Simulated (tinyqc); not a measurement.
# CMOS inverter, nodal equation and switching: effects of single changes

An n-channel pull-down (bn, VTn) and a p-channel pull-up (bp, VTp) share the input Vin and the output node Vout, which carries the load C. Transistor (EKV form, voltages against the body): I = 2 n b Vt^2 [F(vp - Vs) - F(vp - Vd)] from drain to source, F(v) = ln^2(1 + exp(v/(2 Vt))), vp = (Vg - VT + sg |Vd - Vs|)/n. n-channel bodies are at 0; for the p-channel device all voltages are counted down from Vdd. b in uA/V^2 gives I in uA. Static: In = Ip. Transient: C dVout/dt = Ip - In. No velocity saturation, no gate capacitance beyond C.

Parameters, values chosen for the exercise:

| symbol | value | unit | meaning |
|---|---|---|---|
| T | 250 | K | temperature |
| Vdd | 0.8 | V | supply voltage |
| n | 1.41 |  | slope factor |
| sg | 0.097 |  | drain-induced barrier lowering |
| VTn | 0.37 | V | n-channel threshold |
| VTp | 0.27 | V | p-channel threshold (magnitude) |
| bn | 640 | uA/V^2 | gain factor of the pull-down transistor |
| bp | 640 | uA/V^2 | gain factor of the pull-up transistor |
| C | 3.4 | fF | load capacitance |

Constants: q = 1.602176634e-19 C, kB = 1.380649e-23 J/K, Vt = kB T/q. Results are converted to the units shown.

Each table varies one quantity; the others keep the values above.

## Effect of the n-channel threshold

VM solves In = Ip with Vin = Vout; VIL and VIH are the inputs of gain -1, NML = VIL - Vout(VIH), NMH = Vout(VIL) - VIH. For a step input the delay to Vdd/2 is tHL = C times the integral of dV/(In - Ip) from Vdd/2 to Vdd at Vin = Vdd, and tLH likewise with Ip - In from 0 to Vdd/2 at Vin = 0.

Result of one run:
```
VTn (V)  VM (V)  gain at VM  NML (V)  NMH (V)  tHL (ps)  tLH (ps)
0.4      0.4593      -10.31   0.3731   0.2431     28.59     17.35
```

What becomes of these results when the n-channel threshold VTn is changed from 0.4 to 0.5 V, all else the same?

Result of the changed run:
```
VTn (V)  VM (V)  gain at VM  NML (V)  NMH (V)  tHL (ps)  tLH (ps)
0.5      0.5048      -10.31   0.4345   0.2045     46.80     17.35
```

The whole series:
```
VTn (V)  VM (V)  gain at VM  NML (V)  NMH (V)  tHL (ps)  tLH (ps)
0.15     0.3453      -10.31   0.2089   0.3289     12.01     17.35
0.2      0.3681      -10.31   0.2426   0.3126     13.87     17.35
0.25     0.3909      -10.31   0.2759   0.2959     16.23     17.35
0.3      0.4137      -10.31   0.3089   0.2789     19.26     17.35
0.35     0.4365      -10.31   0.3413   0.2613     23.24     17.35
0.4      0.4593      -10.31   0.3731   0.2431     28.59     17.35
0.45     0.4820      -10.31   0.4042   0.2242     36.03     17.35
0.5      0.5048      -10.31   0.4345   0.2045     46.80     17.35
```

As VTn goes from 0.15 to 0.5 V, VM rises from 0.345 to 0.505 V, the size of the gain stays near 10.3, tHL rises from 12.0 to 46.8 ps and tLH stays near 17.3 ps. The smaller margin is largest, 0.279 V, at VTn = 0.3 V among the rows. In every row the overdrive passes 0.5 V, where velocity saturation, left out here, would lengthen the delays of short devices.

## Energy per operation against supply voltage

A chain of 20 such gates sets the cycle time tc = 20 (tHL + tLH)/2; per gate and cycle the switching energy is 0.02 C Vdd^2 and the leakage energy Vdd Ileak tc, Ileak the mean supply current at Vin = 0 and Vdd.

Energy per operation against supply voltage:
```
Vdd (V)  tc (ns)  switching (aJ)  leakage (aJ)  total (aJ)
0.15        3679           1.530         51.33       52.86
0.2        789.9           2.720         17.56       20.28
0.25       185.5           4.250         6.065       10.31
0.3        48.27           6.120         2.220       8.340
0.35       15.09           8.330        0.9484       9.278
0.4        6.012           10.88        0.5059       11.39
0.5        1.825           17.00        0.2632       17.26
0.6       0.9211           24.48        0.2185       24.70
0.8       0.4253           43.52        0.2520       43.77
1         0.2683           68.00        0.3709       68.37
```

What does the table show?

The total energy goes from 52.9 through a minimum of 8.34 (at Vdd = 0.3 V among the rows listed) to 68.4 aJ, while the cycle time falls from 3680 to 0.268 ns. Leakage makes up 97 % of the total in the first row and 0.54 % in the last. Below threshold the cycle lengthens exponentially and leakage flows for all of it, hence the minimum. For Vdd = 0.8 to 1 V the overdrive passes 0.5 V, where velocity saturation, left out here, would lengthen the delays of short devices. For Vdd = 0.15 to 0.35 V the supply is below a threshold, where mismatch, left out here, dominates margins and delay.

Computed by the program tinyqc: `OMP_NUM_THREADS=1 python tinyqc.py 2340140 2340141 out.jsonl`, one thread of a shared Intel Xeon 2.30GHz, about 0.05 s for the whole run.
